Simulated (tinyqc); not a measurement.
What moves the results: pair of shallow donors (hydrogen-like orbitals). A value that a table varies takes the place of the one given here.

Each donor has the orbital exp(-r/a); energy unit Ha* = q/(eps a), q = e^2/(4 pi eps0), so that a lone donor is bound by Ha*/2; x = R/a. One electron: S = (1 + x + x^2/3) exp(-x), j = 1/x - (1 + 1/x) exp(-2x), k = (1 + x) exp(-x); levels E(+/-) = -1/2 - (j +/- k)/(1 +/- S) in Ha*, without the repulsion of the ions, split by D = |E(-) - E(+)|. In six valleys the overlaps S and k are multiplied by v = [cos(K Rx) + cos(K Ry) + cos(K Rz)]/3, K = k0 (2 pi/a_lat), for isotropic envelopes and the symmetric valley state.

Two electrons, Heitler-London: with S' = (1 - x + x^2/3) exp(x), C = 1/x - exp(-2x)(1/x + 11/8 + 3x/4 + x^2/6), X = (1/5){exp(-2x)(25/8 - 23x/4 - 3x^2 - x^3/3) + (6/x)[S^2 (0.5772157 + ln x) + S'^2 Ei(-4x) - 2 S S' Ei(-2x)]}, Q = C - 2j + 1/x and A = X - 2 S k + S^2/x, the singlet and triplet lie at (Q +/- w A)/(1 +/- w S^2) from two lone donors, with the valley weight w = v^2; the exchange is J = triplet - singlet.

Constants: e^2/(4 pi eps0) = 14.39964547 eV angstrom.

Values chosen for the exercise (near those of two donors in Si; not measured data): a = 16.1 angstrom (orbital radius); eps = 11.6 (dielectric constant); a_lat = 5.431 angstrom (lattice constant); k0 = 0.853 2 pi/a_lat (valley position); sites = ((10, 0, 0), (10.25, 0.25, 0.25), (10.5, 0.5, 0), (10, 0.5, 0.5), (9.75, 0.25, -0.25), (10.75, 0.25, -0.25), (10, 1, 0), (10.25, 0.75, -0.25), (11, 0.5, 0.5)) a_lat (positions of the second donor); Ns = (0.054, 0.13, 0.32, 0.8, 1.9, 4, 8) x 1e18/cm^3 (donor densities); n = (9.25, 0.25, 0.25) a_lat (separation vector).

## Placement within one cell

D and J for each site, and for v = 1.

Results:

| site | R (angstrom) | v | D (meV) | J (micro-eV) | J for v = 1 |
|---|---|---|---|---|---|
| (10, 0, 0) | 54.3 | 0.339 | 3.56 | 427 | 3.73e+03 |
| (10.25, 0.25, 0.25) | 55.7 | 0.138 | 1.36 | 63.2 | 3.32e+03 |
| (10.5, 0.5, 0) | 57.1 | 0.356 | 3.34 | 371 | 2.94e+03 |
| (10, 0.5, 0.5) | 54.4 | -0.924 | 10.2 | 3.14e+03 | 3.69e+03 |
| (9.75, 0.25, -0.25) | 53.0 | 0.017 | 0.184 | 1.17 | 4.16e+03 |
| (10.75, 0.25, -0.25) | 58.4 | 0.314 | 2.78 | 258 | 2.63e+03 |
| (10, 1, 0) | 54.6 | 0.207 | 2.13 | 155 | 3.64e+03 |
| (10.25, 0.75, -0.25) | 55.8 | -0.151 | 1.48 | 74.1 | 3.28e+03 |
| (11, 0.5, 0.5) | 59.9 | -0.844 | 7.27 | 1.65e+03 | 2.32e+03 |

Over these sites the envelope alone changes J by a factor 1.8, and the valley factor v^2 by 3.01e+03; J runs from 1.17 at (9.75, 0.25, -0.25) to 3.14e+03 micro-eV at (10, 0.5, 0.5). Moves of less than one lattice constant change the phases of the valleys along each axis that moves, so the placement must be exact to the site.

## From lone donors to an impurity band (impurity band of shallow donors (Hubbard estimate))

Donors on a simple cubic lattice of spacing R = N^(-1/3) (1/angstrom^3 = 1e24/cm^3), Ha* = q/(eps a), q = e^2/(4 pi eps0), x = R/a. Hopping t = Ha* (1 + x) exp(-x), band width B = 12 t, on-site repulsion U = (5/8) Ha*; the gap closes near B/U = 1.15. Valley factors and disorder are left out.

Results:

| N (1e18/cm^3) | R (angstrom) | N^(1/3) a | t (meV) | B (meV) | B/U |
|---|---|---|---|---|---|
| 0.054 | 264.6 | 0.061 | 9.81e-05 | 0.00118 | 2.44e-05 |
| 0.13 | 197.4 | 0.082 | 0.00484 | 0.0581 | 0.00121 |
| 0.32 | 146.2 | 0.110 | 0.0885 | 1.06 | 0.0220 |
| 0.80 | 107.7 | 0.149 | 0.737 | 8.84 | 0.183 |
| 1.9 | 80.7 | 0.199 | 3.08 | 36.9 | 0.767 |
| 4.0 | 63.0 | 0.256 | 7.57 | 90.8 | 1.89 |
| 8.0 | 50.0 | 0.322 | 14.2 | 170 | 3.53 |

B/U passes 1.15 between 1.9 and 4 x 1e18/cm^3; the root is x = 4.52, N^(1/3) a = 0.221, N = 2.6 x 1e18/cm^3, below the 4.2 that the empirical rule N^(1/3) a = 0.26 gives; the estimate is rough, since random positions, the overlap of the orbitals and screening are left out. While N grows by 148 times, t grows by 1.45e+05 times.

## What each parameter does

x, D = |E(-) - E(+)| and J. Each row changes one parameter from the base and keeps the others.

Results:

| case | x | D (meV) | J (micro-eV) |
|---|---|---|---|
| base | 3.123 | 5.044 | 864 |
| a = 17.7 angstrom | 2.840 | 5.408 | 1.12e+03 |
| eps = 12.8 | 3.123 | 4.571 | 783 |
| k0 = 0.833 2 pi/a_lat | 3.123 | 0.9727 | 33.3 |
| n = (10.25, 0.25, 0.25) a_lat | 3.460 | 1.363 | 63.2 |

The largest shifts from the base row, up to three for each result and ties (the steps differ in size, so this ranks the rows, not the parameters). x: n +0.337, a -0.282; unchanged at the printed digits by eps and k0. D (meV): k0 -4.07, n -3.68, eps -0.473. J (micro-eV): k0 -831, n -801, a +253.

Program tinyqc; command `OMP_NUM_THREADS=1 python tinyqc.py 1250678 1250679 out.jsonl`; about 0.01 s on one thread of a shared Intel(R) Xeon(R) Processor @ 2.30GHz.
